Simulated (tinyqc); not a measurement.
Raising U: Hubbard chain of 2 sites, mean field against exact. Computed by the program tinyqc. Collinear unrestricted mean field (the lowest of 40 random starts) against exact diagonalisation.

one-body matrix (hopping and site energies) (eV):
```
,1,2
1,0.0000,-1.1100
2,-1.1100,0.0000
```

electrons, up and down: 1  1

Exact and mean-field results (eV):
```
U,U/t,E exact,E mean field,mean |n_up - n_down|,"double occupancy, exact",first gap in the sector
0.5600,0.5045,-1.957588,-1.940000,0.0000,0.2187,1.9576
1.1100,1.0000,-1.733324,-1.665000,0.0000,0.1894,1.7333
2.2200,2.0000,-1.372035,-1.110000,0.0005,0.1382,1.3720
3.3300,3.0000,-1.110000,-0.740000,0.7454,0.1000,1.1100
4.4400,4.0000,-0.919554,-0.555000,0.8660,0.0732,0.9196
6.6600,6.0000,-0.672162,-0.370000,0.9428,0.0420,0.6722
13.3200,12.0000,-0.360256,-0.185000,0.9860,0.0128,0.3603
22.2000,20.0000,-0.219823,-0.111000,0.9950,0.0049,0.2198
```

Estimate the missing row, U = 8.88.

Computed row:
```
U          U/t    E exact  E mean field  mean |n_up - n_down|  double occupancy, exact  first gap in the sector
8.8800  8.0000  -0.524071     -0.277500                0.9682                   0.0264                   0.5241
```

In absolute terms mean field is worst at U/t = 3.0, 0.370 eV too high: at small U it is nearly exact, and at large U it misses only exchange-scale energies. For the symmetric dimer the instability lies at U = 2t. Its local moments set in at U/t = 3.0 of those listed, a broken symmetry that the exact state of a finite cluster with equal spins does not have. Relative to the exact energy its error is 0.9 % at the smallest U, 50 % at most and 50 % at the largest. The double occupancy falls from 0.219 to 0.005; at the largest U the first gap is 0.99 times the exchange scale 4t^2/U.
